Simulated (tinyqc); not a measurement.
Worked calculation: UHF in the sto-6g basis, for H4, spin multiplicity 3. This run ends on a higher stationary point, not on the lowest solution. Computed by tinyqc, a small Python program that keeps every step (integrals from PySCF). Settings: charge = 0, multiplicity = 3, basis = sto-6g, energy threshold = 1e-08, iteration cap = 55, orthogonalisation = symmetric, start = core, DIIS depth = 6, DIIS from iteration = 2, method = UHF. Command: `OMP_NUM_THREADS=1 python tinyqc.py 24444 24445 out.jsonl` (the two numbers bound the seeds that draw the settings). One thread of a shared host (Intel(R) Xeon(R) Processor @ 2.60GHz), about 0.1 s of CPU time with the checks.

Geometry (angstrom):
```
atom        x        y        z
H     0.00000  0.00000  0.00000
H     0.00000  0.00000  1.20800
H     0.00000  0.00000  2.38400
H     0.00000  0.00000  3.59300
```

Stop when the energy changes by less than 1e-08 hartree and every element of the error matrix X^T (F D S - S D F) X (for each spin) is below 3e-05.

Course of the cycle:
```
iteration  E (hartree)     change  largest element of the error matrix
1           -1.7816844          -                             1.43e-01
2           -1.9107167  -1.29e-01                             3.86e-02
3           -1.9198942  -9.18e-03                             1.39e-02
4           -1.9220431  -2.15e-03                             2.71e-03
5           -1.9221110  -6.79e-05                             1.56e-04
6           -1.9221112  -2.15e-07                             1.60e-04
7           -1.9220447   6.65e-05                             2.85e-03
8           -1.9220820  -3.73e-05                             1.83e-03
9           -1.9221073  -2.53e-05                             1.72e-05
10          -1.9221073   6.08e-10                             8.61e-07
```

Can the last value be used, and what does the course show?

No, though the log alone does not show it. Converged in 10 iterations. But the solution lies 0.00016 hartree above the reference: it is another stationary point, not the lowest one. Reruns (cap 100 unless said): DIIS 8: converged in 11 to a higher stationary point; damping 0.5: not converged; level shift 0.5: not converged; atomic densities as start, DIIS 8: converged in 13 to a higher stationary point. PySCF UHF in the same basis, after a stability check = -1.9222693 hartree.
